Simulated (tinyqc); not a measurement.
Tight binding, honeycomb lattice, step by step. One step of it, computed by the program tinyqc.

Question. Bloch Hamiltonian at K. H_AB = -t1 (1 + exp(-i k.a1) + exp(-i k.a2)); H_AA = delta - 2 t2 sum cos(k.b + phi), H_BB = -delta - 2 t2 sum cos(k.b - phi), b = a1, a2 - a1, -a2.

Parameters chosen for this model:
```
parameter     value                        unit
t1         2.610000                 eV, nearest
t2         0.380000       eV, second neighbours
phi        1.770000  rad, phase of t2 (Haldane)
delta      0.460000          eV, +/- on A and B
```

k point K (fractions of the reciprocal vectors): 0.333333  0.666667

Give: H(k) at K.

Answer.

H(k) at K (eV):
```
        A        B
A  2.1699   0.0000
B  0.0000  -2.6211
```
